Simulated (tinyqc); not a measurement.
Quasi-harmonic thermal expansion with mode Grueneisen parameters: one step, computed by the program tinyqc.

A crystal with two atoms a cell; per atom there are 1 transverse acoustic (TA), 1/2 longitudinal acoustic (LA) and 3/2 optical (O) modes. Every frequency of group i scales as nu_i (V/V0)^(-gamma_i). Each group has one frequency. Static energy: E = (9 V0 B0/16) [y^3 B' + y^2 (2 - 4 y)], y = (V0/V)^(2/3) - 1, with pressure P_s = (3 B0/2) (z^7 - z^5) [1 + (3/4)(B' - 4)(z^2 - 1)], z = (V0/V)^(1/3).

Task: Properties at the equilibrium volume. For a mode with x = h nu/(k_B T), n = 1/(exp(x) - 1): U = h nu (n + 1/2), C/k_B = x^2 n (n + 1); U_i and C_i sum these over group i with its weight per atom. Phonon pressure P_ph = sum_i gamma_i U_i/V. B_T = -V d(P_s + P_ph)/dV at fixed T (central difference, step 1e-4 V); alpha_V = sum gamma_i C_i k_B/(B_T V), all at V(T); the linear coefficient is alpha_L = alpha_V/3. C_P - C_V = alpha_V^2 B_T V T; the optical frequency is nu_O (V/V0)^(-gamma_O).

Inputs (values chosen for the exercise, for a model crystal):
```
quantity                       value             unit
static volume V0                19.3  angstrom^3/atom
static bulk modulus B0           128              GPa
static B'                       3.95                -
frequency nu_TA                 3.81              THz
frequency nu_LA                 9.68              THz
frequency nu_O                  11.2              THz
Grueneisen parameter gamma_TA   -1.5                -
Grueneisen parameter gamma_LA    0.9                -
Grueneisen parameter gamma_O     1.8                -
temperature T                    120                K
```

Acoustic groups: Einstein.

volume V(T) = 19.36862 angstrom^3/atom

Constants: h x 1 THz = 4.135667696 meV; k_B = 8.617333262e-05 eV/K; 1 eV/angstrom^3 = 160.2176634 GPa.

Give: volume change from V0; isothermal bulk modulus B_T; linear expansion coefficient; C_V; C_P - C_V; optical frequency at V(T).

Result:

volume change from V0 = 0.3555 %

isothermal bulk modulus B_T = 127.6 GPa

linear expansion coefficient = -0.8408 ppm/K

C_V = 1.344 k_B/atom

C_P - C_V = 1.367e-04 k_B/atom

optical frequency at V(T) = 11.13 THz
